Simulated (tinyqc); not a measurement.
Double-gate transistor below threshold, two-dimensional Poisson equation on a small mesh: two steps of the calculation.

Half of a symmetric double-gate structure: row 0 is the mid-plane of the body, where the normal field vanishes. Mobile charge is neglected (subthreshold), the body is fully depleted, and potentials are counted from the intrinsic level; rows run upward to the gate, columns from source to drain.

Values chosen for this exercise: temperature T = 300 K; potential of the source Vbi = 0.56 V.

Constants: q = 1.602176634e-19 C, kB = 1.380649e-23 J/K, Vt = kB T/q. Results are converted to the units shown.

Task 1. Over-relaxation sweep (omega = 1.2). Free nodes: rows 0..2, columns 1..3, taken row by row from row 0, left to right. t = (up psi(above) + dn psi(below) + lat [psi(left) + psi(right)] + s)/(up + dn + 2 lat), with the newest neighbours; psi(new) = psi + 1.2 (t - psi).

psi at the start (fixed values on the edges, free nodes at zero) (V):
```
              j=0         j=1         j=2         j=3         j=4
row 0  0.56000000  0.00000000  0.00000000  0.00000000  0.61000000
row 1  0.56000000  0.00000000  0.00000000  0.00000000  0.61000000
row 2  0.56000000  0.00000000  0.00000000  0.00000000  0.61000000
row 3  0.07000000  0.07000000  0.07000000  0.07000000  0.07000000
```

up, row 0 to 2: [48.9, 48.9, 46.8]
dn, row 0 to 2: [0, 48.9, 48.9]
lat, row 0 to 2: [2.7166667, 5.4333333, 2.8791667]
s, row 0 to 2 (V): [0, 0, 0]

Find: psi after iteration 1.

Result 1.

psi after iteration 1 (V):
```
          j=0     j=1     j=2     j=3     j=4
row 0  0.5600  0.0336  0.0020  0.0367  0.6100
row 1  0.5600  0.0517  0.0042  0.0567  0.6100
row 2  0.5600  0.0877  0.0442  0.0938  0.6100
row 3  0.0700  0.0700  0.0700  0.0700  0.0700
```

Task 2. Barrier, swing and barrier lowering. The barrier is read along row 0, the path farthest from the gate. Take the node j of lowest psi: barrier Vbi - psi_j; swing Vt ln 10/(d psi_j/dVg); DIBL = (d psi_j/dVd)/(d psi_j/dVg). The derivatives solve the same equations with s = 0 and a unit change of that voltage.

converged psi (V):
```
              j=0         j=1         j=2         j=3         j=4
row 0  0.56000000  0.20839189  0.13528174  0.22104005  0.61000000
row 1  0.56000000  0.19291978  0.12645572  0.20419551  0.61000000
row 2  0.56000000  0.14404587  0.10160704  0.15089934  0.61000000
row 3  0.07000000  0.07000000  0.07000000  0.07000000  0.07000000
```

d psi/dVg on row 0: j=0 0.00000000, j=1 0.71899812, j=2 0.87323934, j=3 0.71899812, j=4 0.00000000
d psi/dVd on row 0: j=0 0.0000000, j=1 0.0140193, j=2 0.0633803, j=3 0.2669825, j=4 1.0000000

Wanted: j; barrier; swing; DIBL.

Result 2.

j = 2
barrier = 0.4247 V
swing = 68.17 mV/decade
DIBL = 72.58 mV/V

Computed by the program tinyqc: `OMP_NUM_THREADS=1 python tinyqc.py 2480054 2480055 out.jsonl`, one thread of a shared Intel Xeon 2.30GHz, about 0.09 s for the whole run.
